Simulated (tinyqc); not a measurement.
What each parameter does: averaged masses of warped heavy- and light-hole bands.

Four-band hole energies E = c k^2 f(u), c = hbar^2/2m0, f = g1 -/+ 2 sqrt(g2^2 + 3 (g3^2 - g2^2) s), s = ux^2 uy^2 + uy^2 uz^2 + uz^2 ux^2 for the unit vector u; minus for heavy, plus for light holes; the mass along u is 1/f.

Grid: n x n midpoints in cos(theta) from 0 to 1 and phi from 0 to pi/2, equal weights. m_d = <f^(-3/2)>^(2/3). Conductivity mass for one scattering time: 1/m_c = <|w|^2 f^(-5/2)>/<f^(-3/2)> with w = grad_k(k^2 f)/(2 k), that is |w|^2 = f^2 + |angular gradient of f|^2/4.

Inputs chosen for the exercise (out of a larger set: near those of InSb; not measured data):
- g1 = 34.95 (Luttinger gamma1)
- g2 = 15.44 (gamma2)
- g3 = 16.41 (gamma3)

n = 40. Each row changes one parameter from the base and keeps the others.

Results:

| case | m_d heavy (m0) | m_c heavy (m0) | m_d light (m0) | m_c light (m0) |
|---|---|---|---|---|
| base | 0.3579 | 0.3148 | 0.0149 | 0.0149 |
| g1 = 33.901 | 0.5914 | 0.4395 | 0.0152 | 0.0152 |
| g2 = 15.903 | 0.4000 | 0.3811 | 0.0148 | 0.0148 |
| g3 = 15.918 | 0.2880 | 0.2814 | 0.0151 | 0.0151 |

The largest shifts from the base row, up to three for each result and ties (the steps differ in size, so this ranks the rows, not the parameters). m_d heavy (m0): g1 +0.2335, g3 -0.0699, g2 +0.0421. m_c heavy (m0): g1 +0.1248, g2 +0.0663, g3 -0.0334. m_d light (m0): g1 +0.0002, g3 +0.0001, g2 -0.0001. m_c light (m0): g1 +0.0002, g3 +0.0001, g2 -0.0001.

(tinyqc, `OMP_NUM_THREADS=1 python tinyqc.py 1050090 1050091 out.jsonl`, Intel(R) Xeon(R) Processor @ 2.30GHz, 1 thread, shared host, about 0.01 s.)
